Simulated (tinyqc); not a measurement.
Straight dislocations in isotropic elasticity: fields, energies, partials, Peierls stress and walls. Changing the tilt angle theta. Computed by tinyqc, a small Python program. Command: `OMP_NUM_THREADS=1 python tinyqc.py 3018106 3018107 out.jsonl disloc sweep`. One thread of a shared host (Intel(R) Xeon(R) Processor @ 2.30GHz), about 0.01 s of CPU time with the checks.

The line runs along z, the glide plane is y = 0, and beta is the angle between b and the line (0 screw, 90 degrees edge): b_e = b sin(beta) along +x with the extra half plane at y > 0, b_s = b cos(beta). Stress is positive in tension.

Inputs (values chosen for the exercise, for a model fcc or diamond crystal): shear modulus G = 19.3 GPa; Poisson ratio nu = 0.412; Burgers vector b = 2.948 angstrom; core radius r0/b = 2.

Method. A symmetric tilt wall of edge dislocations has the spacing h = b/(2 sin(theta/2)); Read-Shockley: gamma_b = E0 theta (A - ln theta), E0 = G b/(4 pi (1 - nu)), A = 1 + ln(b/(2 pi r0)), theta in radians.

One run for each value:
```
tilt angle theta (degrees)  boundary energy (mJ/m^2)  spacing h (nm)
0.20                                           11.09           84.45
0.34                                           16.43           49.68
0.59                                           24.14           28.63
1.00                                           33.83           16.89
1.70                                           45.39            9.94
3.00                                           57.19            5.63
5.10                                           60.86            3.31
8.70                                           41.38            1.94
```

What does the table show, and why?

Over the rows, boundary energy (mJ/m^2) goes from 11.1 through a maximum among these rows, 60.9 at 5.10, to 41.4; spacing h (nm) falls from 84.5 to 1.94 (exponent d ln y / d ln x about -1.00 throughout). The energy per dislocation, gamma_b h, falls as the wall gets denser, because neighbours screen each other beyond h. Left out: 15.0 (the angle is beyond the Read-Shockley range).

Caution (rows 3.00, 5.10, 8.70): towards the maximum of the Read-Shockley curve the spacing is no longer large against the core size, so the formula is only rough.

Extremes, crossings and ranges named in words are read from the listed rows.
